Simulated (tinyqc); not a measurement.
# Off-state leakage of single and stacked transistors, step by step

Computed by the program tinyqc: `OMP_NUM_THREADS=1 python tinyqc.py 2242151 2242152 out.jsonl`, one thread of a shared Intel Xeon 2.30GHz, about 0.03 s for the whole run. Printed values are rounded.

n-channel devices of unit width. Subthreshold current I(Vg, Vs, Vd) = I0 (T/300 K)^0.5 exp[(Vg - Vs - VT(T) - gb (Vs - Vb) + dd (Vd - Vs))/(nf Vt)] (1 - exp(-(Vd - Vs)/Vt)), VT(T) = VT - cT (T - 300 K). Gate-edge tunnelling Ig (Vd/1 V) exp(ag (Vd - 1 V)), for a gate at 0 V, and band-to-band leakage Ab u exp(-Bb/u), u = Vd - Vb + 1 V, flow at a drain held at V; both are taken as independent of T. In a stack of off transistors (all gates at 0 V) the same subthreshold current passes through each.

Values chosen for this exercise; values of the order met in bulk silicon logic transistors:

| symbol | value | unit | meaning |
|---|---|---|---|
| T | 378 | K | temperature |
| V | 1.2 | V | supply voltage |
| VT | 0.26 | V | threshold at 300 K, zero drain and body bias |
| cT | 0.6 | mV/K | fall of the threshold with temperature |
| I0 | 0.13 | uA/um | current at threshold at 300 K |
| nf | 1.42 |  | slope factor |
| dd | 0.1 |  | drain-induced lowering per volt |
| gb | 0.22 |  | rise of the threshold per volt of source-body bias |
| Ig | 0.0004 | uA/um | gate-edge tunnelling current at 1 V |
| ag | 3.7 | 1/V | exponential slope of the gate current |
| Ab | 70 | uA/(um V) | prefactor of band-to-band leakage at the drain |
| Bb | 23 | V | its exponential voltage |
| Vb | -0.6 | V | body voltage |

Constants: q = 1.602176634e-19 C, kB = 1.380649e-23 J/K, Vt = kB T/q. Results are converted to the units shown.

## Leakage of one transistor

Vg = Vs = 0, Vd = V; effective threshold VT(T) - gb Vb - dd V.

effective threshold = 0.2252 V
parts (nA/um): subthreshold 1.121160, gate edge 1.006049, band-to-band 53.06854
total = 55.19575 nA/um
shares (%): subthreshold 2.031244, gate edge 1.822693, band-to-band 96.14606

The band-to-band part is the largest.

## Starting value

Vx = dd V/(1 + gb + 2 dd), the solution for Vx well above Vt, rounded to three decimals.

Vx at the start = 0.085 V

## Iteration 1: new Vx

Stack of two, Vx the node between them: I_low = I(0, 0, Vx), I_up = I(0, Vx, V), f = ln(I_up/I_low), f' = -(1 + gb + 2 dd)/(nf Vt) - 1/(Vt (exp(Vx/Vt) - 1)) - 1/(Vt (exp((V - Vx)/Vt) - 1)), Vx(new) = Vx - f/f'.

I_low = 0.09323453 nA/um
I_up = 0.09912722 nA/um
f = 0.06128598
f' = -33.13782 1/V
Vx after iteration 1 = 0.08684943 V

## Iteration 2: new Vx

As before.

I_low = 0.09401838 nA/um
I_up = 0.09403109 nA/um
f = 1.351934e-4
f' = -32.99320 1/V
Vx after iteration 2 = 0.08685352 V

## Iteration 3: new Vx

As before.

I_low = 0.09402010 nA/um
I_up = 0.09402010 nA/um
f = 6.352130e-10
f' = -32.99289 1/V
Vx after iteration 3 = 0.08685352 V

## Course of the iteration

Stop when the step is below 1e-11 V, or after 40 iterations.

Course of the iteration:
```
iteration	Vx before the step (V)	step (V)
1	0.085	1.85e-3
2	0.08684943	4.10e-6
3	0.08685352	1.93e-11
4	0.08685352	< 1e-15
```

Converged in 4 iterations. The subthreshold current of the stack is 0.09402 nA/um, 11.9 times less than that of one transistor (the drain leakage is unchanged); the estimate exp[dd V (1 + gb + dd)/((1 + gb + 2 dd) nf Vt)] gives 11.2.
